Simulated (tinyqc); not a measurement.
What each input does: propagation of a band-gap error through k.p and effective-mass formulas.

Chain, for a gap E (the reference Eg or another value), with Ep and Dso kept: 1/me = 1 + Ep (E + 2 Dso/3)/(E (E + Dso)); g* = 2 - 2 Ep Dso/(3 E (E + Dso)); g1(E) = g1 + (Ep/3)(1/E - 1/Eg), g2(E) = g2 + (Ep/6)(1/E - 1/Eg), light hole 1/(g1 + 2 g2), heavy hole 1/(g1 - 2 g2) along [100]; optical constant ei(E) = 1 + (ei - 1)(EP/(EP + E - Eg))^2, static e0(E) = ei(E) + e0 - ei.

Donor: R = Ry me/e0^2, a_B = a0 e0/me, Mott density (0.26/a_B)^3. Nc, Nv = 2 (m kT/(4 pi c))^(3/2), c = hbar^2/2m0, ni = sqrt(Nc Nv) exp(-E/2kT). Exciton: Ry mu/e0^2 with 1/mu = 1/me + g1(E). 1 angstrom^-3 = 1e24 cm^-3.

Constants: Ry = 13.60569312 eV; a0 (Bohr radius) = 0.5291772105 angstrom; kB = 8.617333262e-05 eV/K; hbar^2/2m0 = 3.80998211 eV angstrom^2.

Parameters, chosen for this exercise (reference values near those of GaSb, gap at low temperature; shifted at random, so the results belong to these values and not to a real crystal): Eg = 0.802 eV (gap at Gamma to the s-like level); Dso = 0.774 eV (spin-orbit splitting); Ep = 27.4 eV (Kane energy); g1 = 13.43 (Luttinger gamma1); g2 = 4.7 (gamma2); e0 = 15.83 (static dielectric constant); ei = 14.43 (optical dielectric constant); EP = 4.12 eV (mean (Penn) gap); mh = 0.51 m0 (density-of-states mass of the holes); T = 77 K (temperature); Eg2 = 0.257 eV (a wrong gap).

All at E = Eg2.

Results for these values:

| case | me (m0) | light hole (m0) | e0 | donor (meV) | exciton (meV) | log10 ni |
|---|---|---|---|---|---|---|
| base | 0.0124 | 0.0141 | 20.24 | 0.410 | 0.280 | 8.453 |

What happens to each result for Ep = 29.592 eV, all else kept?

Answer: me falls from 0.0124 to 0.0115; light hole falls from 0.0141 to 0.0133; e0 does not change at the printed digits; donor falls from 0.410 to 0.380; exciton falls from 0.280 to 0.262; log10 ni falls from 8.453 to 8.428.

The same for each parameter in turn:

| case | me (m0) | light hole (m0) | e0 | donor (meV) | exciton (meV) | log10 ni |
|---|---|---|---|---|---|---|
| base | 0.0124 | 0.0141 | 20.24 | 0.410 | 0.280 | 8.453 |
| Eg2 = 0.236 eV | 0.0114 | 0.0129 | 20.45 | 0.372 | 0.254 | 9.115 |
| Dso = 0.712 eV | 0.0123 | 0.0141 | 20.24 | 0.408 | 0.279 | 8.450 |
| Ep = 29.592 eV | 0.0115 | 0.0133 | 20.24 | 0.380 | 0.262 | 8.428 |
| g1 = 12.356 | 0.0124 | 0.0143 | 20.24 | 0.410 | 0.283 | 8.453 |
| EP = 4.45 eV | 0.0124 | 0.0141 | 19.84 | 0.427 | 0.292 | 8.453 |
| ei = 13.276 | 0.0124 | 0.0141 | 19.86 | 0.426 | 0.291 | 8.453 |
| mh = 0.469 m0 | 0.0124 | 0.0141 | 20.24 | 0.410 | 0.280 | 8.425 |
| T = 70.84 K | 0.0124 | 0.0141 | 20.24 | 0.410 | 0.280 | 7.667 |

Program tinyqc; command `OMP_NUM_THREADS=1 python tinyqc.py 1880224 1880225 out.jsonl`; about 0.01 s on one thread of a shared Intel(R) Xeon(R) Processor @ 2.30GHz.
